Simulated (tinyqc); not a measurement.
# Long-channel MOSFET, surface-potential model: effects of single changes

n-channel transistor on a uniformly doped p-type body, gradual-channel approximation, constant mobility, Boltzmann statistics, full ionisation. Potentials are counted from the neutral body; V is the electron quasi-Fermi potential, Vsb at the source and Vsb + Vds at the drain. Charges are magnitudes per area.

Inputs (values chosen for the exercise); material values close to those of gallium arsenide: temperature T = 300 K; band gap Eg = 1.43 eV; relative permittivity of the semiconductor eps_r = 12.9; conduction-band density of states at T Nc = 4.36e17 cm^-3; valence-band density of states at T Nv = 9.18e18 cm^-3; acceptor density of the body Na = 4.6e15 cm^-3; relative permittivity of the gate insulator eox = 22.4; insulator thickness tox = 80 nm; flat-band voltage Vfb = -1.23 V; channel mobility mu = 330 cm^2/(V s); gate width W = 5 um; gate length L = 5 um; source-body reverse bias Vsb = 0 V; gate-source voltage Vgs = -0.03 V; drain-source voltage Vds = 2 V.

Constants: q = 1.602176634e-19 C, kB = 1.380649e-23 J/K, Vt = kB T/q, eps0 = 8.8541878128e-14 F/cm where lengths are in cm. Results are converted to the units shown.

Each table varies one quantity; the others keep the values above.

## Effect of the acceptor density of the body

ni = sqrt(Nc Nv) exp(-Eg/(2 Vt)), Eg in volts; phiF = Vt ln(Na/ni); Cox = eps0 eox/tox; gamma = sqrt(2 q eps0 eps_r Na)/Cox. The surface potential psi at channel potential V solves Vgs + Vsb - Vfb - psi = gamma sqrt(G), G = psi - Vt + Vt exp((psi - 2 phiF - V)/Vt). Charge sheet: Qi = Cox gamma [sqrt(G) - sqrt(psi - Vt)]; I = mu (W/L) [integral of Qi dpsi from psi_0 to psi_L (drift) + Vt (Qi0 - QiL) (diffusion)], with psi_0 at V = Vsb and psi_L at V = Vsb + Vds. VT = Vfb + 2 phiF + gamma sqrt(2 phiF + Vsb), m = 1 + gamma/(2 sqrt(2 phiF + Vsb)). The swing is 20 mV/log10[I(VT - 0.14 V)/I(VT - 0.16 V)] of the charge-sheet current at the given Vds.

Effect of the acceptor density of the body:
```
Na (cm^-3)  gamma (V^0.5)     VT (V)      m  swing (mV/decade)  I at Vgs, Vds (uA)
4.6e14            0.05234    -0.1809  1.026              62.22              0.1320
8.5e14            0.07114    -0.1293  1.035              62.76             0.04888
1.6e15            0.09761   -0.06816  1.047              63.53            0.009952
2.9e15             0.1314  -6.381e-4  1.063              64.50            0.001269
5.4e15             0.1793    0.08431  1.085              65.87            9.109e-5
9.9e15             0.2428     0.1865  1.113              67.66            4.272e-6
1.8e16             0.3274     0.3130  1.150              70.02            1.212e-7
```

What does the table show?

As Na goes from 4.6e14 to 1.8e16 cm^-3, VT rises from -0.181 to 0.313 V, the swing rises from 62.2 to 70.0 mV a decade and the current falls from 0.132 to 1.21e-7 uA. The swing is 1.9 % above m Vt ln 10 in the first row and 2.3 % above it in the last. The gate voltage is below VT in 4 of the 7 rows.

## Effect of the insulator thickness

Same model as above.

Effect of the insulator thickness:
```
tox (nm)  gamma (V^0.5)     VT (V)      m  swing (mV/decade)  I at Vgs, Vds (uA)
27              0.05586   -0.05510  1.026              62.09             0.01082
36              0.07448   -0.03544  1.035              62.67            0.005330
48              0.09930  -0.009210  1.047              63.43            0.002094
65               0.1345    0.02794  1.064              64.52            5.727e-4
88               0.1821    0.07821  1.086              65.98            1.053e-4
120              0.2483     0.1481  1.118              68.01            1.128e-5
160              0.3310     0.2356  1.157              70.55            8.409e-7
```

What does the comparison show?

As tox goes from 27 to 160 nm, VT rises from -0.0551 to 0.236 V, the swing rises from 62.1 to 70.5 mV a decade and the current falls from 0.0108 to 8.41e-7 uA. The swing is 1.6 % above m Vt ln 10 in the first row and 2.5 % above it in the last. The gate voltage is below VT in 5 of the 7 rows.

## Transfer curve from weak to strong inversion

Pao-Sah: Qi(V) = (Cox gamma/2) integral from 3 Vt to psi of exp((u - 2 phiF - V)/Vt)/sqrt(G(u, V)) du, and I = mu (W/L) integral of Qi dV from Vsb to Vsb + Vds. Square law: VT = Vfb + 2 phiF + gamma sqrt(2 phiF + Vsb), m = 1 + gamma/(2 sqrt(2 phiF + Vsb)), I = mu Cox (W/L) [(Vgs - VT) v - m v^2/2] with v the smaller of Vds and (Vgs - VT)/m, and zero below VT. gm = dI/dVgs of the charge-sheet current.

Transfer curve from weak to strong inversion:
```
Vgs (V)  I, charge sheet (uA)  I, Pao-Sah (uA)  drift share (%)  gm/I (1/V)  I, square law (uA)
-0.14                3.932e-6         3.991e-6         0.003308       35.08                   0
-0.02                2.676e-4         2.712e-4           0.2252       35.20                   0
0.11                  0.02201          0.02248            13.86       30.09             0.09211
0.23                   0.3186           0.3322            54.96       15.45               1.087
0.36                    1.413            1.480            75.03       8.606               3.398
0.48                    3.321            3.469            82.89       5.939               6.669
0.61                    6.444            6.708            87.40       4.405               11.45
0.73                    10.34            10.74            89.92       3.544               16.99
0.86                    15.70            16.25            91.74       2.918               24.23
```

What does the comparison show?

The charge-sheet current rises from 3.93e-6 to 15.7 uA. In the first row gm/I is 35.1 1/V, a swing of 65.6 mV a decade, against Vt ln 10 = 59.5 mV a decade for an ideal gate; in the last it is 2.92 1/V. Drift passes half of the current at Vgs = 0.23 V among the rows listed (VT = 0.0607 V). The charge sheet departs most from Pao-Sah at Vgs = 0.36 V, where it is 4.5 % below it. In the last row the square law is 49 % above Pao-Sah. For Vgs = 0.23 to 0.86 V the surface electron density at the source passes 0.3 Nc, where degeneracy and quantisation, left out here, matter.

Program tinyqc, `OMP_NUM_THREADS=1 python tinyqc.py 2360126 2360127 out.jsonl`; Intel Xeon 2.30GHz, shared host, one thread, about 0.06 s.
